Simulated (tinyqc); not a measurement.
Inversion-layer mobility, back-scattering and ballistic limit of a field-effect transistor: one step, computed by the program tinyqc.

The charge at the top of the source barrier is fixed by the gate; series resistance and short-channel effects are left out. F_j are Fermi integrals normalised to exp(eta) in the classical limit.

Task: Back-scattering. F_j(eta) = (1/Gamma(j + 1)) int_0^infinity x^j/(1 + exp(x - eta)) dx, F_0 = ln(1 + exp(eta)). Integrals over x = E/(k_B T) use 160 Gauss-Legendre points in u = sqrt(x) from 0 to sqrt(max(eta, 0) + 32). Ballistic channel: N_2D = g_v m k_B T/(pi hbar^2), U = e V_D/(k_B T); eta_F solves N_inv = (N_2D/2)[F_0(eta_F) + F_0(eta_F - U)]; v_T = sqrt(2 k_B T/(pi m)); I/W = e (N_2D/2) v_T [F_1/2(eta_F) - F_1/2(eta_F - U)]; injection velocity v_T F_1/2(eta_F)/F_0(eta_F). Mean free path lambda = (2 k_B T/e)(mu/v_T) F_0(eta_0)/F_-1/2(eta_0), with eta_0 from N_inv = N_2D F_0(eta_0); critical length l = L (1 + U)^(-a), an empirical rule; back-scattering r = l/(l + lambda). Then eta solves N_inv = (N_2D/2)[(1 + r) F_0(eta) + (1 - r) F_0(eta - U)] and I/W = e (N_2D/2) v_T (1 - r)[F_1/2(eta) - F_1/2(eta - U)]. Ballistic ratio: I over the ballistic current. Apparent mobility 1/(1/mu + 1/mu_B), mu_B = mu L/lambda.

Inputs (values chosen for the exercise, modelled on a 4H-SiC n-channel):

| quantity | value | unit |
|---|---|---|
| transport mass m | 0.3 | m_0 |
| valley degeneracy g_v | 3 | - |
| gate overdrive V_G - V_T | 0.97 | V |
| drain voltage V_D | 0.76 | V |
| channel length L | 34 | nm |
| exponent a of the critical length | 0.78 | - |
| temperature T | 200 | K |

Statistics at the top of the barrier: Fermi-Dirac.

inversion density N_inv = 1.900562e+13 1/cm^2

effective mobility mu = 18.44845 cm^2/(V s)

Constants: m_0 = 9.1093837015e-31 kg; k_B = 1.380649e-23 J/K; hbar = 1.054571817e-34 J s; k_B = 8.617333262e-05 eV/K; e = 1.602176634e-19 C.

Give: eta_0; mean free path lambda; critical length l; back-scattering coefficient r; current I/W; ballistic ratio; apparent low-field mobility.

Result:

eta_0 = 2.878

mean free path lambda = 1.285 nm

critical length l = 1.743 nm

back-scattering coefficient r = 0.5755

current I/W = 1037 microampere/micrometre

ballistic ratio = 0.2249

apparent low-field mobility = 17.78 cm^2/(V s)

L/lambda = 26.45, but at this drain voltage only the first 1.74 nm can return a carrier to the source, so the device works at 22 % of its ballistic limit. Caution: the current exceeds the long-channel drift law, so the empirical rule for l, meant for short channels, is too generous here. Caution: in a degenerate gas the layer that can return carriers is set by E_F rather than k_B T, so l is underestimated.
